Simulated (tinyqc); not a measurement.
Inside a calculation: four-band model of biased bilayer graphene near K. Values are carried at full precision from step to step, so a last printed digit may differ when a step is redone from the rounded ones.

Constants: hbar^2/2m0 = 3.80998211 eV angstrom^2.

Parameters, chosen for this exercise (near those used for Bernal bilayer graphene; shifted at random, so the results belong to these values and not to a real crystal): a = 2.46 angstrom (lattice constant); g0 = 3.09 eV (hopping in a layer); g1 = 0.342 eV (hopping of the dimer sites); g3 = 0 eV (skew hopping A1-B2); g4 = 0 eV (skew hopping A1-A2); U = 0.23 eV (potential difference of the layers); k = (0.025, 0.008) 1/angstrom (wave vector from K).

## Velocities and mass

v_j = (sqrt3/2) a g_j; low-energy mass m/m0 = c g1/v0^2 with c = hbar^2/2m0; crossover wave vector g1/(2 v0).

v0, v3, v4 (eV angstrom): [6.5830, 0.0000, 0.0000]

mass = 0.03007 m0
crossover = 0.02598 1/angstrom

## H at one k

Basis A1, B1, A2, B2, with B1 below A2; p = kx + i ky, v_j = (sqrt3/2) a g_j. Diagonal -U/2, -U/2, U/2, U/2; <A1|B1> = <A2|B2> = v0 p*, <B1|A2> = g1, <A1|B2> = v3 p, <A1|A2> = <B1|B2> = -v4 p*.

Fill in the matrix.

H (eV), rows A1, B1, A2, B2 and columns alike:
$$\begin{pmatrix}
-0.1150 & 0.1646-0.0527i & 0 & 0 \\
0.1646+0.0527i & -0.1150 & 0.3420 & 0 \\
0 & 0.3420 & 0.1150 & 0.1646-0.0527i \\
0 & 0 & 0.1646+0.0527i & 0.1150
\end{pmatrix}$$

## Levels and layer polarisation

Diagonalise; the weight on layer 1 is that of A1 and B1.

levels (eV): [-0.4401, -0.0970, 0.0970, 0.4401]

weights, rows A1, B1, A2, B2; columns band 1, band 2, band 3, band 4:
$$\begin{pmatrix}
0.158 & 0.701 & 0.116 & 0.025 \\
0.558 & 0.008 & 0.175 & 0.260 \\
0.260 & 0.175 & 0.008 & 0.558 \\
0.025 & 0.116 & 0.701 & 0.158
\end{pmatrix}$$

weight on layer 1: [0.715, 0.709, 0.291, 0.285]

Band 2 has 71 % of its weight on layer 1, the layer of lower potential, and band 3 has 29 %; the dimer sites hold 18 % of band 3.

## The Mexican hat (g3 = g4 = 0)

At K the levels are -/+ U/2 and -/+ sqrt(g1^2 + U^2/4). The smallest gap, U g1/sqrt(U^2 + g1^2), lies on a ring of radius kg = (U/2 v0) sqrt((2 g1^2 + U^2)/(g1^2 + U^2)), v0 = (sqrt3/2) a g0; the height of the hat is U/2 less half that gap.

gap = 0.1909 eV
kg = 0.02270 1/angstrom
height of the hat = 19.57 meV

## Checks

- Gap on the ring from the formula against the matrix: both 0.190855.

(tinyqc, `OMP_NUM_THREADS=1 python tinyqc.py 1451125 1451126 out.jsonl`, Intel(R) Xeon(R) Processor @ 2.30GHz, 1 thread, shared host, about 0.06 s.)
